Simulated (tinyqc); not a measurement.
The three schemes as the step is halved: finite-difference solution of the diffusion equation on a small grid. Computed by tinyqc, a small Python program. Command: `OMP_NUM_THREADS=1 python tinyqc.py 3002791 3002792 out.jsonl fdiff walk`. One thread of a shared host (Intel(R) Xeon(R) Processor @ 2.30GHz), about 0.01 s of CPU time with the checks.

dC/dt = D d2C/dx2 on nodes x_j = j dx, j = 0..11; the far end is sealed.

Inputs (values chosen for the exercise): diffusivity D = 0.16 nm^2/s; grid spacing dx = 25 nm; time step dt = 1100 s; final time t_f = 11000 s.

Boundary at x = 0: sealed surface. Scheme: explicit.

start values C_j, j = 0, 1, ... (% of a reference): [39.1, 80, 100, 65.1, 10, 8.97, 0, 0, 0, 0, 0, 0]

Method:
- The operator M acts as (M C)_j = C_(j-1) - 2 C_j + C_(j+1); at the sealed far end a mirror node gives 2 C_(N-2) - 2 C_(N-1); at j = 0, a mirror node gives 2 C_1 - 2 C_0.
- r = D dt/dx^2.
- The mode of M with eigenvalue mu has its amplitude multiplied per step by g = (1 + (1 - theta) r mu)/(1 - theta r mu), with theta = 0 explicit, 1 implicit, 1/2 Crank-Nicolson; the explicit scheme is stable for r up to 2/|mu_min|.
- With r = D dt/dx^2: (1 - theta r M) C(new) = (1 + (1 - theta) r M) C(old); theta = 0 explicit, 1 implicit, 1/2 Crank-Nicolson.
- Each run reaches t_f in n equal steps; errors are the largest difference from exp(M D t_f/dx^2) C(0). A dash marks unstable explicit runs.

largest stable r of the explicit scheme = 0.5

Largest error at t_f (%):
```
steps n      r  explicit  implicit  Crank-Nicolson
4        0.704         -    1.6073      1.4916e-01
8        0.352   0.64519    0.7501      3.9337e-02
16       0.176   0.33034    0.3569      9.9860e-03
32       0.088   0.16636    0.1733      2.5055e-03
64       0.044   0.08336    0.0853      6.2694e-04
128      0.022   0.04171    0.0423      1.5677e-04
256      0.011   0.02088    0.0211      3.9195e-05
```

What does the comparison show, and why?

From the last two rows, halving the step divides the error by 2.00 (explicit), 2.01 (implicit), 4.00 (Crank-Nicolson): a factor 2 marks first order in dt and 4 second order. The explicit scheme needs n of at least 6 to be stable; the other two are stable at any step.

Extremes, crossings and ranges named in words are read from the listed rows.
